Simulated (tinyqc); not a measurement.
Inside a calculation. Model: thermal boundary conductance by the acoustic and diffuse mismatch models. Computed by tinyqc, a small Python program that keeps every step. Command: `OMP_NUM_THREADS=1 python tinyqc.py 3008249 3008250 out.jsonl kapitza walk`. One thread of a shared host (Intel(R) Xeon(R) Processor @ 2.30GHz), about 0.01 s of CPU time with the checks. Intermediate numbers are printed to about 7 digits and carried at full precision; extremes and crossings named in words are read from the listed rows.

Each side has one longitudinal and two transverse Debye branches, omega = v q up to q_D = (6 pi^2 n)^(1/3), with n counting all atoms. Scattering at the interface is elastic. Electrons are left out of G, also for metals. Melting is ignored. G refers to the temperatures of the phonons sent towards the interface. Linear branches over all atoms overstate G at high T, most for crystals with several atoms a cell.

Inputs (values chosen for the exercise, modelled on aluminium nitride (side 1) and tungsten (side 2)):
```
quantity                    value     unit
density rho_1                3.18   g/cm^3
longitudinal velocity vL_1  10900      m/s
transverse velocity vT_1     6300      m/s
atom density n_1             93.1   1/nm^3
conductivity kappa_1          293  W/(m K)
density rho_2                19.5   g/cm^3
longitudinal velocity vL_2   5230      m/s
transverse velocity vT_2     2880      m/s
atom density n_2             63.9   1/nm^3
conductivity kappa_2          167  W/(m K)
temperature T                 500        K
thickness d_1                 160       nm
thickness d_2               71000       nm
heat flux J                     3  kW/cm^2
```

Structure: film on a substrate.

Constants: hbar = 1.054571817e-34 J s; k_B = 1.380649e-23 J/K.

## Cut-off frequencies and impedances

omega_c = v q_D for each branch, given as hbar omega_c/k_B; impedance Z = rho v.

Branches:
```
branch     v (m/s)  cut-off (K)  Z (1e6 kg/(m^2 s))
L, side 1    10900     1470.798              34.662
T, side 1     6300      850.094              20.034
L, side 2     5230      622.508             101.985
T, side 2     2880      342.796              56.160
```

## Acoustic mismatch: transmission of each branch

No mode conversion. t(theta) = 4 Z_1 Z_2 cos(theta_1) cos(theta_2)/N^2, with N = Z_2 cos(theta_1) + Z_1 cos(theta_2) for L (the form for pressure waves) and N = Z_1 cos(theta_1) + Z_2 cos(theta_2) for both T branches (the form for shear waves polarised along the interface); sin(theta_2) = (v_2/v_1) sin(theta_1), and t = 0 beyond the critical angle arcsin(v_1/v_2); the mean over the incoming flux is alpha = 2 int t sin(theta_1) cos(theta_1) d theta_1 (64 Gauss-Legendre points).

Transmission:
```
branch  t at normal incidence  largest angle from side 1 (deg)  alpha, 1 to 2  alpha, 2 to 1
L                   0.7572682                               90      0.8635781      0.1988163
T                   0.7751990                               90      0.6168040      0.1288994
```

For L waves from side 1 no critical angle exists; the mean is 0.86 against 0.76 at normal incidence. For T waves from side 1 no critical angle exists; the mean is 0.62 against 0.78 at normal incidence.

## Diffuse mismatch: transmission at low frequency

A phonon forgets its side and branch: alpha(1 to 2) = S_2/(S_1 + S_2), S_i = 1/vL_i^2 + 2/vT_i^2.

S_1 = 5.880733e-08 s^2/m^2

S_2 = 2.776857e-07 s^2/m^2

diffuse alpha, 1 to 2 = 0.8252347

## Boundary conductance

G = (k_B^4 T^3/(8 pi^2 hbar^3)) int W(x) x^4 e^x/(e^x - 1)^2 dx, x = hbar omega/(k_B T). Acoustic mismatch: W = sum over the three branches of alpha(1 to 2)/v_1^2, each up to the lower of its two cut-offs. Diffuse mismatch: W = S_1 S_2/(S_1 + S_2), where S_i sums 1/v^2 over the branches of side i still below their cut-off. Radiation limit: W = min(S_1, S_2). The integral is split at the four cut-offs (64 Gauss-Legendre points a piece, x at most 45). Boundary resistance R = 1/G and Kapitza length kappa_2/G use the diffuse value.

G, acoustic mismatch = 372.4746 MW/(m^2 K)

G, diffuse mismatch = 792.8432 MW/(m^2 K)

G, radiation limit = 1183.352 MW/(m^2 K)

boundary resistance R = 1.261283 m^2 K/GW

Kapitza length in side 2 = 210.6343 nm

The diffuse value is 2.13 times the acoustic one and 67 % of the radiation limit. Diffuse scattering raises G here: it ignores the impedance mismatch and lets phonons change direction and branch. Caution: at this temperature short waves carry the heat; linear branches up to q_D overstate their velocity, and inelastic processes, left out here, grow with T.

## Conductance against temperature

The formulas are those given above.

G (MW/(m^2 K)):
```
T (K)  acoustic mismatch  diffuse mismatch  radiation limit
2            0.003127047       0.003957146      0.004795176
5             0.04886011        0.06183040       0.07492463
10             0.3908809         0.4946432        0.5993970
20              3.126659          3.956821         4.794899
40              23.67758          30.53229         37.39251
80              109.5756          168.5840         225.0033
150             238.1588          449.0166         646.3321
300             340.2048          707.3150         1048.765
600             378.5692          809.1562         1209.074
1000            387.7542          833.8298         1248.010
```

All three follow T^3 at the cold end (exponent 3.00 for the diffuse model) and flatten at high T (exponent 0.06 at the hot end); the lowest cut-off is 343 K. The ratio of diffuse to acoustic goes from 1.27 to 2.15. The plateau is set by the frequencies that both sides share.

## Temperature rise through the stack

In series: Delta T = J (d_1/kappa_1 + R + d_2/kappa_2), with bulk conductivities in the layers and one-dimensional flow.

temperature drops (K): film 0.01638225, interface 0.03783850, substrate 12.75449

total rise Delta T = 12.80871 K

interface share of film plus interface = 0.6978601

The substrate takes the largest drop, 100 % of the total. Caution: R from emitted-phonon temperatures is too large for use in series with Fourier layers, by up to a factor of about 2.

Checks made by the program: detailed balance alpha_12/v_1^2 = alpha_21/v_2^2 (relative difference below 1e-10); low-temperature limit G = pi^2 k_B^4 T^3 alpha S_1/(30 hbar^3) (relative difference below 1e-10).
